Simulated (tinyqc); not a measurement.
# Nanowire ballistic transistor, top-of-the-barrier model: transfer curve

At the top of the source barrier, states moving towards the drain are filled by the source (Fermi level 0) and states moving back by the drain (Fermi level -q Vd); nothing scatters. U is the shift of the band edge there, set by the capacitances CG, CD and CS (the total) and by the charge. Parabolic one-dimensional subband; the source is grounded.

N0 = gv sqrt(2 m kB T/pi)/hbar, CG = 2 pi eps0 eox/ln(1 + 2 tox/d), CS = CG/aG, n0 = n at U = 0 and Vd = 0. eta1 = -(E0 + U)/Vt, eta2 = eta1 - Vd/Vt, n = (N0/2)[F_(-1/2)(eta1) + F_(-1/2)(eta2)], F_(-1/2)(x) = (1/sqrt(pi)) int_0^infinity u^(-1/2)/(1 + exp(u - x)) du. U = UL + q (n - n0)/CS with UL = -(aG Vg + aD Vd), energies in eV. I = gv (2 q^2/h) Vt [ln(1 + exp eta1) - ln(1 + exp eta2)]. CQ = (q/Vt) dn/d(eta1).

Values chosen for this exercise; mass and valleys close to those of gallium nitride: temperature T = 300 K; effective mass m = 0.203 m0; valley degeneracy gv = 1; relative permittivity of the gate insulator eox = 22; insulator thickness tox = 2 nm; wire diameter d = 2 nm; gate control CG/CS aG = 0.78; drain control CD/CS aD = 0.112; band edge at the barrier top above the source Fermi level at zero bias E0 = 0.25 eV; drain voltage Vd = 0.2 V.

Constants: q = 1.602176634e-19 C, kB = 1.380649e-23 J/K, hbar = 1.054571817e-34 J s, h = 6.62607015e-34 J s, m0 = 9.1093837015e-31 kg, Vt = kB T/q, eps0 = 8.8541878128e-14 F/cm where lengths are in cm. Results are converted to the units shown.

Transfer curve:

| Vg (V) | eta1 | n (cm^-1) | I (uA) | mean velocity I/(q n) (cm/s) | CQ/CS |
|---|---|---|---|---|---|
| 0 | -8.8040 | 157.24 | 3.0057e-4 | 1.1931e7 | 6.8220e-5 |
| 0.12 | -5.1858 | 5837.5 | 0.011171 | 1.1945e7 | 0.0025230 |
| 0.25 | -1.3601 | 2.2842e5 | 0.45735 | 1.2497e7 | 0.084566 |
| 0.38 | 1.9955 | 1.5345e6 | 4.2460 | 1.7271e7 | 0.19152 |
| 0.5 | 5.1134 | 2.6931e6 | 10.114 | 2.3440e7 | 0.15036 |
| 0.62 | 8.1100 | 4.1312e6 | 14.448 | 2.1828e7 | 0.28179 |
| 0.75 | 11.200 | 6.0489e6 | 15.434 | 1.5926e7 | 0.22902 |
| 0.88 | 14.483 | 7.5237e6 | 15.494 | 1.2853e7 | 0.16995 |
| 1 | 17.615 | 8.6482e6 | 15.496 | 1.1184e7 | 0.14405 |

The current rises from 3.01e-4 to 15.5 uA. Between the first two rows the swing is 76.4 mV a decade, against Vt ln 10/aG = 76.3. CQ/CS goes from 6.8e-5 to 0.14, so a volt on the gate moves the band edge by 0.78 eV in the first row and 0.68 eV in the last: the device stays near the quantum-capacitance limit. The mean velocity goes from 1.19e7 through a maximum of 2.34e7 (at Vg = 0.5 V among the rows listed) to 1.12e7 cm/s.

Program tinyqc, `OMP_NUM_THREADS=1 python tinyqc.py 2400118 2400119 out.jsonl`; Intel Xeon 2.30GHz, shared host, one thread, about 0.05 s.
